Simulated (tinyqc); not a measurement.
Energy relaxation with and without hot phonons: decay of LO phonons and the hot-phonon bottleneck in the cooling of electrons. Computed by tinyqc, a small Python program. Command: `OMP_NUM_THREADS=1 python tinyqc.py 3020055 3020056 out.jsonl hotphonon walk`. One thread of a shared host (Intel(R) Xeon(R) Processor @ 2.30GHz), about 0.01 s of CPU time with the checks.

n(E, T) = 1/(exp(E/(k_B T)) - 1) is the Bose occupation. Electrons have a temperature T_e; the LO modes within their reach share one occupation N; the decay products stay at the lattice temperature.

Inputs (values chosen for the exercise, modelled on aluminium nitride): LO energy hbar omega = 112 meV; lifetime at T = 0, tau_0 = 1.4 ps; lattice temperature T = 300 K; electron mass m* = 0.315 m_0; eps_inf = 4.77; static dielectric constant eps_s = 8.6; electron density n = 1.6e+18 1/cm^3; density of LO modes that the electrons reach, N_m = 2.3e+19 1/cm^3.

Decay channel: two equal phonons (Klemens).

Constants: k_B = 8.617333262e-05 eV/K; c = 299792458 m/s; e^2/(4 pi eps_0) = 14.39964548 eV angstrom; hbar^2/(2 m_0) = 3.80998212 eV angstrom^2; hbar = 6.582119569e-16 eV s; e = 1.602176634e-19 C; k_B = 1.380649e-23 J/K.

Method:
- Decay rate 1/tau = (1/tau_0) [1 + 2 n(hbar omega/2)].
- Full width Gamma = 1/(2 pi c tau) in 1/cm, c in cm/s.
- Froehlich coupling alpha = (e^2/(4 pi eps_0)) (1/eps_inf - 1/eps_s) k_0/(2 hbar omega), k_0 = sqrt(m* hbar omega/(hbar^2/(2 m_0))); emission time tau_sp = hbar/(2 alpha hbar omega); bottleneck ratio r = (n/N_m) tau/tau_sp.
- Net emission per electron: [(N + 1) x - N]/tau_sp with x = exp(-hbar omega/(k_B T_e)), a simple two-level balance; steady state of the modes: n [(N + 1) x - N]/tau_sp = N_m (N - N_0)/tau; power per electron P = hbar omega [(N + 1) x - N]/tau_sp.
- P(T_e) = (hbar omega/tau_sp) [(N_0 + 1) x - N_0]/[1 + r (1 - x)], and r = 0 without hot phonons; energy relaxation time tau_E = (3/2) k_B (T_e - T)/P.

emission time tau_sp = 5.08779 fs

equilibrium LO occupation N_0 = 0.0133115

bottleneck ratio r = 15.2054

phonon lifetime tau = 1.11208 ps

Cooling:
```
T_e (K)  P, cold phonons (nW)  P, hot phonons (nW)   ratio  tau_E (ps)         N
330                    22.661               1.4244  15.909     0.43618  0.019452
380                    69.929               4.4518  15.708     0.37216  0.032504
450                    152.03               9.8982  15.359     0.31384  0.055985
600                    362.67               25.077  14.463     0.24776   0.12142
800                    657.05               49.738  13.210     0.20819   0.22774
1100                   1049.5               90.945  11.540     0.18217   0.40539
1600                   1539.3               162.77  9.4568     0.16541   0.71503
2300                   1984.1               262.31  7.5640     0.15790    1.1442
```

What does the comparison show, and why?

Reabsorption cuts the loss by a factor 15.9 at the lowest T_e and 7.56 at the highest; the factor is 1 + r (1 - x) with r = 15.2. tau_E runs from 0.44 to 0.16 ps, with its shortest value, 0.16 ps, at T_e = 2300 K, against tau_sp = 5.1 fs and a phonon lifetime of 1.1 ps. For r (1 - x) much above 1 the loss tends to hbar omega (N_m/n)(n(hbar omega, T_e) - N_0)/tau, in which tau_sp no longer appears. Pauli blocking is left out, as are upper valleys and non-parabolic bands, which can matter above about 1000 K. Caution: alpha is above 1/2, so hbar/tau_sp exceeds hbar omega and the emission time, a weak-coupling result, is only rough.

Extremes, crossings and ranges named in words are read from the listed rows.
